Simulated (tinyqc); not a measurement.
Gap and mesh density: special k points of the hexagonal lattice.

Lattice vectors in units of a: a1 = (1, 0), a2 = (-1/2, sqrt(3)/2); reciprocal vectors b_i with a_i . b_j = 2 pi delta_ij. Mesh: k = sum_i f_i b_i with f_i = (2 j_i + shift)/(2 N), j_i = 0 .. N-1. The point group of the lattice has 12 operations; only those that map the mesh onto itself are used.

A_m(k) = sum over the m-th star of lattice vectors R of cos(k . R), stars in order of length: m = 1: |R|^2 = 1, 6 vectors, such as (1, 1) in the basis a_i; m = 2: |R|^2 = 3, 6 vectors, such as (2, 1) in the basis a_i; m = 3: |R|^2 = 4, 6 vectors, such as (2, 2) in the basis a_i; m = 4: |R|^2 = 7, 12 vectors, such as (3, 2) in the basis a_i; m = 5: |R|^2 = 9, 6 vectors, such as (3, 3) in the basis a_i; m = 6: |R|^2 = 12, 6 vectors, such as (4, 2) in the basis a_i. The zone mean of every A_m is zero.

Test function, the lower band of a two-band insulator: E(k) = -sqrt(D^2 + (e0 - t A_1(k))^2).
Inputs chosen for the exercise: t = 0.54 eV (coupling); e0 = 1.65 eV (offset).

D takes the values listed; errors against the unshifted mesh with N = 192, for unshifted meshes.

Errors (meV):

| D (eV) | reference (eV) | N = 2 | N = 4 | N = 6 | N = 8 |
|---|---|---|---|---|---|
| 0.2 | -1.9061 | -547.499 | 39.696 | -17.243 | 4.959 |
| 0.4 | -1.9543 | -524.904 | 38.720 | -11.502 | 2.869 |
| 0.8 | -2.1086 | -469.987 | 28.788 | -4.989 | 0.964 |
| 1.5 | -2.5040 | -378.693 | 13.470 | -1.205 | 0.139 |
| 4.0 | -4.5095 | -198.722 | 1.234 | -0.019 | 0.000 |

Give the missing row, D (eV) = 2.5.

Computed row:
```
D (eV)  reference (eV)     N = 2  N = 4   N = 6  N = 8
2.5            -3.2336  -283.448  4.592  -0.188  0.010
```

The first listed N from which the error stays below 0.5 meV is none for D = 0.2, none for D = 0.4, none for D = 0.8, 8 for D = 1.5, 6 for D = 2.5, 6 for D = 4 eV. A larger D makes the function smoother, so its Fourier coefficients fall faster with |R|.

tinyqc: `OMP_NUM_THREADS=1 python tinyqc.py 1682190 1682191 out.jsonl`; about 0.08 s, one thread, shared Intel(R) Xeon(R) Processor @ 2.30GHz.
